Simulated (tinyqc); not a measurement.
Comparisons within one model: electrons shared among three sets of ellipsoidal valleys. A value that a table varies takes the place of the one given here.

F_j(eta) = (1/Gamma(j + 1)) integral_0^infinity x^j dx/(1 + exp(x - eta)), which tends to exp(eta) for eta << 0.

Sets Gamma, L, X: N_i = M_i times N = 2 (m kB T/(4 pi c))^(3/2) with c = hbar^2/2m0, in 1/angstrom^3; times 1e24 for 1/cm^3, m = (ml mt^2)^(1/3); n = sum_i N_i F_1/2((EF - dE_i)/kT), energies from the edge of the first set; mu_drift = sum of share times mobility.

Constants: hbar^2/2m0 = 3.80998211 eV angstrom^2; kB = 8.617333262e-05 eV/K.

Inputs chosen for the exercise (masses and offsets near those of InP; mobilities are free inputs, held fixed; not measured data):
```
symbol  value                    unit        meaning
dE      (0, 0.586, 0.818)        eV          edges of Gamma, L, X above the first
M       (1, 4, 3)                            valleys in each set
ml      (0.079, 1.859, 1.364)    m0          longitudinal masses of Gamma, L, X
mt      (0.079, 0.1345, 0.2757)  m0          transverse masses
mu      (4900, 540, 210)         cm^2/(V s)  mobility of each set
n       9.1e+18                  1/cm^3      total electron density
T       300                      K
```

## Transfer between valleys with temperature

Offsets, masses and mobilities are held fixed; n is fixed too, so the high values of T stand for hot electrons, not for the lattice.

Populations:
```
T (K)  EF (eV)  share Gamma  share L  share X  mu_drift
77      0.2010       1.0000   0.0000   0.0000      4900
150     0.2005       1.0000   0.0000   0.0000      4900
300     0.1984       1.0000   0.0000   0.0000      4900
450     0.1946       0.9998   0.0002   0.0000      4899
600     0.1885       0.9973   0.0026   0.0000      4888
900     0.1638       0.9516   0.0454   0.0030      4688
1200    0.1117       0.8128   0.1642   0.0230      4076
2000   -0.1568       0.3744   0.4655   0.1601      2120
```

How do the results move?

The share of Gamma goes from 1.000 to 0.374 and the mean mobility from 4900 to 2120 cm^2/(V s). Gamma and L hold equal numbers between T = 1200 and 2000 K. Where EF lies more than about 0.2 eV up a light valley, its parabolic form fails. The share of X is at most 0.16.

## Transfer between valleys with doping

Parabolic valleys; band tails and gap narrowing are left out.

Populations:
```
n (1/cm^3)  EF (eV)  share Gamma  share L  share X  mu_drift
1.0e+16     -0.1038       1.0000   0.0000   0.0000      4900
1.0e+17     -0.0428       1.0000   0.0000   0.0000      4900
1.0e+18      0.0311       1.0000   0.0000   0.0000      4900
3.0e+18      0.0895       1.0000   0.0000   0.0000      4900
1.0e+19      0.2116       1.0000   0.0000   0.0000      4900
3.0e+19      0.4437       0.9975   0.0025   0.0000      4889
1.0e+20      0.6347       0.5109   0.4889   0.0002      2768
```

What can be read from the table?

The share of Gamma goes from 1.000 to 0.511 and the mean mobility from 4900 to 2768 cm^2/(V s). Gamma holds more than L throughout. Where EF lies more than about 0.2 eV up a light valley, its parabolic form fails. The share of X is at most 0.0002.

## Moving the second set by strain or alloying

The second entry of dE is replaced by the values listed; a negative value puts that set lowest.

Populations:
```
offset (eV)  EF (eV)  share Gamma  share L  share X  mu_drift
-0.100       -0.1137       0.0007   0.9993   0.0000       543
-0.050       -0.0639       0.0050   0.9950   0.0000       562
0.000        -0.0146       0.0294   0.9706   0.0000       668
0.025         0.0094       0.0618   0.9382   0.0000       810
0.050         0.0326       0.1139   0.8861   0.0000      1037
0.100         0.0769       0.2717   0.7283   0.0000      1725
0.150         0.1175       0.4745   0.5255   0.0000      2609
0.200         0.1531       0.6879   0.3121   0.0000      3539
0.300         0.1938       0.9669   0.0331   0.0000      4756
```

What can be read from the table?

The share of Gamma goes from 0.001 to 0.967 and the mean mobility from 543 to 4756 cm^2/(V s). Gamma and L hold equal numbers between offset = 0.15 and 0.2 eV. The share of X is at most 8.7e-11. With Boltzmann statistics the first two sets are equal at kT ln(N_2/N_1) = 0.0904 eV; the crossing, if any, lies elsewhere because the electrons are degenerate and fill the set with fewer states high above its edge.

## What moves the populations

All else solved anew. Each row changes one parameter from the base and keeps the others.

Results:
```
case                              EF (eV)  share Gamma  share L  share X  mu_drift (cm^2/(V s))
base                               0.1984       1.0000   0.0000   0.0000                   4900
T = 350 K                          0.1973       1.0000   0.0000   0.0000                   4900
n = 2.73e+19 1/cm^3                0.4169       0.9990   0.0010   0.0000                   4896
dE = (0, 0.4688, 0.818) eV         0.1984       0.9999   0.0001   0.0000                   4900
mt = (0.079, 0.1614, 0.2757) m0    0.1984       1.0000   0.0000   0.0000                   4900
ml = (0.079, 2.2308, 1.364) m0     0.1984       1.0000   0.0000   0.0000                   4900
mu = (5880, 540, 210) cm^2/(V s)   0.1984       1.0000   0.0000   0.0000                   5880
```

What can be read from the table?

The largest shifts from the base row, up to three for each result and ties (the steps differ in size, so this ranks the rows, not the parameters). EF (eV): n +0.2185, T -0.0011; unchanged at the printed digits by dE, mt, ml and mu. share Gamma: n -0.0010, dE -0.0001; unchanged at the printed digits by T, mt, ml and mu. share L: n +0.0010, dE +0.0001; unchanged at the printed digits by T, mt, ml and mu. share X: unchanged at the printed digits by T, n, dE, mt, ml and mu. mu_drift (cm^2/(V s)): mu +980, n -4; unchanged at the printed digits by T, dE, mt and ml.

(tinyqc, `OMP_NUM_THREADS=1 python tinyqc.py 1650009 1650010 out.jsonl`, Intel(R) Xeon(R) Processor @ 2.30GHz, 1 thread, shared host, about 0.01 s.)
